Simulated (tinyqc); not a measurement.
## Input admittance of a MOSFET at zero drain bias: distributed channel and distributed gate: effect of the channel length

Source and drain grounded, strong inversion, w = 2 pi f, Cox = eps0 eox/tox. The channel is an RC line of resistance 1/(mu Cox Vo) per square fed from both ends, so one finger has the intrinsic admittance y = i w Cox L tanh(g)/g per width, g = (1/2) sqrt(i w tau), tau = L^2/(mu Vo). The vertical resistance rv/L is in series with y, the overlaps 2 i w Cov in parallel: y_t = 1/(1/y + rv/L) + 2 i w Cov. The gate strip is a line of Rsh/L per length loaded by y_t, so a finger has Y = y_t Wf tanh(k)/k, k = (Wf/sd) sqrt(y_t Rsh/L); the device has Nf Y.

Low-frequency limits, with c = Cox L and ct = c + 2 Cov: R_strip = Rsh Wf/(3 sd^2 L Nf), R_ch = (c/ct)^2 L/(12 mu Cox Vo Wf Nf), R_vert = (c/ct)^2 rv/(L Wf Nf), C = ct Wf Nf. Z = 1/(Nf Y) = R + 1/(i w C), Q = |Im Z|/R, far-point signal |1/cosh k|.

Parameters, values chosen for the exercise; values of the order met in silicon radio-frequency transistors:
- eox = 7.4 (relative permittivity of the gate insulator (close to silicon nitride))
- tox = 15 nm (insulator thickness)
- Wf = 13 um (finger width)
- Nf = 64 (number of fingers)
- mu = 190 cm^2/(V s) (channel mobility)
- Vo = 0.75 V (gate overdrive)
- Rsh = 5.4 ohm/square (sheet resistance of the gate)
- rv = 5.7 ohm um^2 (vertical resistivity of the gate stack)
- sd = 1 (number of ends at which a finger is contacted)
- Cov = 0.2 fF/um (overlap and fringe capacitance on each side)
- f = 40 GHz (frequency)

Constants: eps0 = 8.8541878128e-14 F/cm where lengths are in cm. Results are converted to the units shown.

Effect of the channel length:
```
L (um)    w tau     |k|  R (ohm)  low-frequency R (ohm)  C (fF)      Q  signal at the far point
0.03    0.01587   2.015    11.11                  12.20   335.6  1.068                   0.5085
0.058   0.05933   1.607    6.081                  6.336   477.1  1.371                   0.6830
0.11     0.2134   1.355    3.322                  3.395   683.1  1.754                   0.7923
0.22     0.8536   1.189    1.825                  1.854    1084  2.012                   0.8398
0.42      3.111   1.081    1.312                  1.337    1770  1.714                   0.8189
0.8       11.29  0.8796    1.398                  1.500    2632  1.081                   0.8020
1.6       45.15  0.5830    1.497                  2.536    2535  1.048                   0.8972
3         158.7  0.4265    1.364                  4.670    2517  1.159                   0.9448
```

As L goes from 0.03 to 3, R moves up and down between 1.31 and 11.1 ohm, C goes from 336 through a maximum of 2630 (at L = 0.8 among the rows listed) to 2520 fF and Q moves up and down between 1.05 and 2.01.

tinyqc, about 0.01 s, one thread, Intel Xeon 2.30GHz (shared host): `OMP_NUM_THREADS=1 python tinyqc.py 2262210 2262211 out.jsonl`
